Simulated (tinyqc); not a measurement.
Warping of the constant-energy contours: six-band Luttinger-Kohn model.

Six-band Luttinger-Kohn model in the basis |3/2,3/2>, |3/2,1/2>, |3/2,-1/2>, |3/2,-3/2>, |1/2,1/2>, |1/2,-1/2>, electron energies, zero at the top of the unstrained valence band. H = -[rows: (P+Q, -S, R, 0, -S/r2, r2 R); (-S*, P-Q, 0, R, -r2 Q, r32 S); (R*, 0, P-Q, S, r32 S*, r2 Q); (0, R*, S*, P+Q, -r2 R*, -S*/r2); (-S*/r2, -r2 Q, r32 S, -r2 R, P+Dso, 0); (r2 R*, r32 S*, r2 Q, -S/r2, 0, P+Dso)], r2 = sqrt(2), r32 = sqrt(3/2). Levels are twofold.

P = c g1 k^2 - av tr(e); Q = c g2 (kx^2 + ky^2 - 2 kz^2) - (b/2)(exx + eyy - 2 ezz); R = c sqrt3 [-g2 (kx^2 - ky^2) + 2i g3 kx ky] + (sqrt3/2) b (exx - eyy) - i d exy; S = 2 c sqrt3 g3 (kx - i ky) kz - d (exz - i eyz); c = hbar^2/2m0, e the strain tensor (not engineering shear).

Constants: hbar^2/2m0 = 3.80998211 eV angstrom^2.

Values chosen for the exercise (near those of GaSb; the results hold for these values, not for the real material): Dso = 0.766 eV (spin-orbit splitting); g1 = 13.41 (Luttinger gamma1); g2 = 4.69 (gamma2); g3 = 6 (gamma3); E_h = 40 meV (hole energy below the top).

No strain (e = 0). In the plane kz = 0, |k| where the top and second pairs lie E_h below the top, against the angle from [100]; m = c k^2/E_h.

Contours:

| angle (degrees) | k top (1/angstrom) | k second (1/angstrom) | m top (m0) | m second (m0) |
|---|---|---|---|---|
| 0 | 0.0510 | 0.0217 | 0.248 | 0.045 |
| 9 | 0.0524 | 0.0216 | 0.262 | 0.044 |
| 18 | 0.0566 | 0.0213 | 0.306 | 0.043 |
| 36 | 0.0713 | 0.0209 | 0.484 | 0.042 |
| 45 | 0.0754 | 0.0208 | 0.541 | 0.041 |

Give the missing row, angle (degrees) = 27.

Computed row:
```
angle (degrees)  k top (1/angstrom)  k second (1/angstrom)  m top (m0)  m second (m0)
27                           0.0634                 0.0211       0.383          0.042
```

The heavy contour reaches 1.477 times as far along [110] as along [100], the light one 0.960 times. The warping follows g3 - g2 = 1.31 and would vanish for g2 = g3. Along [100] the heavy mass is 1/(g1 - 2 g2) = 0.248 at any energy, while the light one is 0.0447, against 1/(g1 + 2 g2) = 0.0439 at the edge, for E_h/Dso = 0.05.

Program tinyqc; command `OMP_NUM_THREADS=1 python tinyqc.py 1081565 1081566 out.jsonl`; about 0.07 s on one thread of a shared Intel(R) Xeon(R) Processor @ 2.30GHz.
